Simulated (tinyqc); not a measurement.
# From pressure at growth back to implant depth d

Model: wafer bonding and layer transfer: bond energy, gap closing, particles, bonding of dissimilar wafers and hydrogen blisters. Computed by tinyqc, a small Python program. Command: `OMP_NUM_THREADS=1 python tinyqc.py 3005121 3005122 out.jsonl bond inv`. One thread of a shared host (Intel(R) Xeon(R) Processor @ 2.30GHz), about 0.01 s of CPU time with the checks.

gamma is the energy per area of each of the two surfaces; plates are isotropic.

Inputs (values chosen for the exercise, with wafer 1 close to silicon):

| quantity | value | unit |
|---|---|---|
| Young's modulus E1 | 157 | GPa |
| Poisson ratio nu | 0.3 | - |
| hydrogen dose | 6.9 | 1e16/cm^2 |
| share of the dose released as H2 | 0.21 | - |
| surface energy of the weakened plane gamma_s | 1.1 | J/m^2 |
| anneal temperature T | 650 | K |

Constants: k_B = 1.380649e-23 J/K.

Method. A flat crack of radius r under a layer of thickness d, as a clamped plate: centre height w = 3 p r^4/(16 E' d^3), volume pi r^2 w/3, energy release G = 3 p^2 r^4/(32 E' d^3), E' = E1/(1 - nu^2). It grows when G = 2 gamma_s. The gas comes from the area pi r^2: p V = (dose x share/2) pi r^2 k_B T, and G = p w/2 = (3/2) N k_B T with N the H2 molecules per area. Share needed: G = 2 gamma_s. The pressure and height at growth are given for r = 10 d.

Question. A run gave the result below. Find the implant depth d, known to lie between 0.31 and 0.65 micrometre.

pressure at growth = 27.51949 MPa

Answer.

Each step takes the trial c = (a f_b - b f_a)/(f_b - f_a), f being the result less the target and a, b, c the logarithms of the listed values; c replaces end b, the old b replaces a if the sign of f changed, and otherwise f_a is halved.

Scan of the range:

| implant depth d (micrometre) | pressure at growth (MPa) |
|---|---|
| 0.310 | 36.1388 |
| 0.351 | 33.9626 |
| 0.397 | 31.9345 |
| 0.449 | 30.0284 |
| 0.508 | 28.2308 |
| 0.575 | 26.5351 |
| 0.650 | 24.9573 |

False position (Illinois rule, in the logarithm of the input) inside the bracket:

| step | end a | end b | trial | pressure at growth (MPa) |
|---|---|---|---|---|
| 1 | 0.508000 | 0.575000 | 0.535098 | 27.5067 |
| 2 | 0.508000 | 0.535098 | 0.534132 | 27.5315 |
| 3 | 0.535098 | 0.534132 | 0.534600 | 27.5195 |
| 4 | 0.534132 | 0.534600 | 0.534600 | 27.5195 |

Pressure at growth falls at every point of a 13-point scan of the range (every second point is shown), so one value fits; it is bracketed by 0.508 and 0.575. The scan shows a pure power law with exponent -0.5000, so scaling from any one row also gives the answer directly. Answer: implant depth d = 0.5346 micrometre.
